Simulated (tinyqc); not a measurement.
Worked calculation: harmonic frequencies on the RHF/sto-3g surface (energies and gradients from PySCF), for BeH+, spin multiplicity 1. One step of it, computed by the program tinyqc.

Task: Normal modes. Diagonalise H_ij / sqrt(m_i m_j); the 5 smallest eigenvalues belong to translations and rotations; wavenumber = sqrt(eigenvalue / 1822.888) x 219474.63; each mode has its largest component positive (the first on a tie); zero-point energy = sum of wavenumbers / 2, with 349.755 1/cm per kcal/mol.

Hessian (symmetrised) (hartree/bohr^2), order 1Bex, 1Bey, 1Bez, 2Hx, 2Hy, 2Hz:
```
[[0.00000371, 0.00000000, 0.00000000, -0.00000371, 0.00000000, 0.00000000],
 [0.00000000, 0.00000371, 0.00000000, 0.00000000, -0.00000371, 0.00000000],
 [0.00000000, 0.00000000, 0.21591469, 0.00000000, 0.00000000, -0.21591469],
 [-0.00000371, 0.00000000, 0.00000000, 0.00000371, 0.00000000, 0.00000000],
 [0.00000000, -0.00000371, 0.00000000, 0.00000000, 0.00000371, 0.00000000],
 [0.00000000, 0.00000000, -0.21591469, 0.00000000, 0.00000000, 0.21591469]]
```

masses (u): [9.012182, 1.007825]

Give: eigenvalues of the mass-weighted Hessian; harmonic wavenumbers of the vibrations; mass-weighted modes; zero-point energy.

Result:

eigenvalues of the mass-weighted Hessian (hartree/(bohr^2 u)): [0.0000, 0.0000, 0.0000, 0.0000, 0.0000, 0.2382]

harmonic wavenumbers of the vibrations (1/cm): [2508.8]

mass-weighted modes, order 1Bex, 1Bey, 1Bez, 2Hx, 2Hy, 2Hz:
```
[[0.0000],
 [0.0000],
 [-0.3171],
 [0.0000],
 [0.0000],
 [0.9484]]
```

zero-point energy = 3.5866 kcal/mol
